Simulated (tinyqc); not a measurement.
Global model of a low-pressure process discharge: electron temperature, density, ion flux and ion energy: one step, computed by the program tinyqc. Command: `OMP_NUM_THREADS=1 python tinyqc.py 3113094 3113095 out.jsonl plasma walk`. One thread of a shared host (Intel(R) Xeon(R) Processor @ 2.30GHz), about 0.01 s of CPU time with the checks.

Maxwellian electrons with temperature T_e in eV, one positive ion, no negative ions, uniform bulk density n; rate constants have the Arrhenius form.

Task: Geometry factors. n_g = p/(k_B T_g); lambda_i = 1/(n_g sigma); h_L = 0.86/sqrt(3 + L/(2 lambda_i)), h_R = 0.8/sqrt(4 + R/lambda_i); A_eff = 2 pi R^2 h_L + 2 pi R L h_R; d_eff = pi R^2 L/A_eff.

Inputs (values chosen for the exercise, of the order of those of an inductive discharge in a simple atomic gas):
```
quantity                     value  unit
ion-neutral cross section  8.6e-19   m^2
pressure p                    0.19    Pa
gas temperature T_g            400     K
radius R                        20    cm
height L                        18    cm
```

Constants: k_B = 1.380649e-23 J/K.

Give: gas density n_g; ion mean free path; h_L; h_R; A_eff; d_eff.

Result:

gas density n_g = 3.440e+19 1/m^3

ion mean free path = 3.380 cm

h_L = 0.3614

h_R = 0.2540

A_eff = 1483 cm^2

d_eff = 15.25 cm
